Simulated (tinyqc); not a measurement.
Inputs raised by 2 %, one at a time: precursor delivery and alloy composition in metal-organic vapour-phase epitaxy. Computed by tinyqc, a small Python program. Command: `OMP_NUM_THREADS=1 python tinyqc.py 3015182 3015183 out.jsonl movpe sens`. One thread of a shared host (Intel(R) Xeon(R) Processor @ 2.30GHz), about 0.01 s of CPU time with the checks.

Carrier gas leaves each bubbler saturated. Group-III species cross a boundary layer and react at the surface; element 2 can also desorb. The film is (1)_(1-x) (2)_x V with a zinc-blende cell.

Inputs (values chosen for the exercise, close to those used for InGaAs from TMGa and TMIn):

| quantity | value | unit |
|---|---|---|
| source 1: a in log10(p/torr) = a - b/T | 8.07 | - |
| source 1: b | 1703 | K |
| source 1: bath temperature | -9 | C |
| source 1: carrier flow | 5.5 | sccm |
| source 2: a | 10.52 | - |
| source 2: b | 3014 | K |
| source 2: bath temperature | 17 | C |
| source 2: carrier flow | 380 | sccm |
| bubbler pressure p_b | 760 | torr |
| group-V hydride flow | 360 | sccm |
| total flow | 20 | slm |
| reactor pressure p | 200 | torr |
| diffusivity D0 at 273.15 K and 760 torr | 0.31 | cm^2/s |
| boundary layer delta | 0.96 | cm |
| prefactor of the surface rate k_s | 3.8e+13 | cm/s |
| energy of k_s | 1.98 | eV |
| prefactor of the loss of element 2 | 4.9e+15 | layers/s |
| energy of the loss | 3.2 | eV |
| lattice constant a | 5.75 | angstrom |
| growth temperature T | 680 | C |

Constants: k_B = 1.380649e-23 J/K; k_B = 8.617333262e-05 eV/K.

Method:
- Temperatures in kelvin are T(C) + 273.15.
- Vapour pressure p_v = 10^(a - b/T); precursor flow = carrier flow x p_v/(p_b - p_v); 1 sccm = 44.615 micromol/min; V/III = hydride flow over the sum of both; gas share x_g = F2/(F1 + F2).
- Partial pressure p_i = p F_i/(44615 x total flow in slm); density n_i = p_i/(k_B T), 1 torr = 133.322 Pa; D = D0 (T/273.15)^1.75 (760/p), h = D/delta, the same for both; k_s = prefactor x exp(-energy/(k_B T)); arrival J_i = n_i/(1/h + 1/k_s); in layers per second g_i = J_i a^2/2 (two group-III sites per a^2 on (001)).
- Loss of element 2 is r x with r = prefactor x exp(-energy/(k_B T)). Then x = (g2 - r x)/(g1 + g2 - r x), or r x^2 - (g1 + g2 + r) x + g2 = 0, smaller root; growth rate G = g1/(1 - x) layers/s; one layer is a/2 thick, 1 angstrom/s = 0.36 um/h.
- Distribution coefficient = [x/(1 - x)]/[x_g/(1 - x_g)], x_g = g2/(g1 + g2).

Runs:

| input moved | from | to | solid share x | growth rate G (um/h) | distribution coefficient | V/III ratio |
|---|---|---|---|---|---|---|
| base run | - | - | 0.6716 | 1.839 | 0.9679 | 359.8 |
| total flow (slm) | 20 | 20.4 | 0.6715 | 1.803 | 0.9673 | 359.8 |
| reactor pressure p (torr) | 200 | 204 | 0.6716 | 1.840 | 0.9679 | 359.8 |
| boundary layer delta (cm) | 0.96 | 0.9792 | 0.6715 | 1.803 | 0.9673 | 359.8 |
| prefactor of the loss of element 2 (layers/s) | 4.9e+15 | 4.998e+15 | 0.6715 | 1.839 | 0.9673 | 359.8 |
| prefactor of the surface rate k_s (cm/s) | 3.8e+13 | 3.876e+13 | 0.6716 | 1.840 | 0.9679 | 359.8 |

Exponents ln(y'/y) / ln(x'/x):

| input | solid share x | growth rate G | distribution coefficient | V/III ratio |
|---|---|---|---|---|
| total flow | -0.011 | -1.022 | -0.033 | 0 |
| reactor pressure p | 0.000 | 0.009 | 0.000 | 0 |
| boundary layer delta | -0.011 | -1.014 | -0.033 | 0 |
| prefactor of the loss of element 2 | -0.011 | -0.022 | -0.033 | 0 |
| prefactor of the surface rate k_s | 0.000 | 0.009 | 0.000 | 0 |

Among the inputs moved here: solid share x answers most in size to total flow (exponent -0.011), and about equally to boundary layer delta (-0.011), prefactor of the loss of element 2 (-0.011); its exponent is below 0.0005 for reactor pressure p, prefactor of the surface rate k_s. Growth rate G answers most in size to total flow (exponent -1.022), and about equally to boundary layer delta (-1.014). Its exponent -1.022 in total flow: more carrier dilutes the precursors at fixed delta. Its exponent +0.009 in reactor pressure p: transport control at fixed delta: n grows as p and D falls as 1/p. Distribution coefficient answers most in size to total flow (exponent -0.033), and about equally to boundary layer delta (-0.033), prefactor of the loss of element 2 (-0.033); its exponent is below 0.0005 for reactor pressure p, prefactor of the surface rate k_s. V/III ratio hardly depends on these (all exponents below 0.005).

Caution (all rows): the lattice constant is held fixed as x changes, delta does not respond to the flow, both precursors share one D and k_s, and gas-phase side reactions are left out.
